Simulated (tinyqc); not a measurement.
Global model of a low-pressure process discharge: electron temperature, density, ion flux and ion energy: one step, computed by the program tinyqc.

Maxwellian electrons with temperature T_e in eV, one positive ion, no negative ions, uniform bulk density n; rate constants have the Arrhenius form.

Problem. Geometry factors. n_g = p/(k_B T_g); lambda_i = 1/(n_g sigma); h_L = 0.86/sqrt(3 + L/(2 lambda_i)), h_R = 0.8/sqrt(4 + R/lambda_i); A_eff = 2 pi R^2 h_L + 2 pi R L h_R; d_eff = pi R^2 L/A_eff.

Inputs (values chosen for the exercise, of the order of those of an inductive discharge in a simple atomic gas):
```
quantity                   value  unit
ion-neutral cross section  7e-19   m^2
pressure p                  0.55    Pa
gas temperature T_g          300     K
radius R                      15    cm
height L                      10    cm
```

Constants: k_B = 1.380649e-23 J/K.

Give: gas density n_g; ion mean free path; h_L; h_R; A_eff; d_eff.

Solution.

gas density n_g = 1.3279e+20 1/m^3

ion mean free path = 1.0758 cm

h_L = 0.31098

h_R = 0.18886

A_eff = 617.64 cm^2

d_eff = 11.444 cm
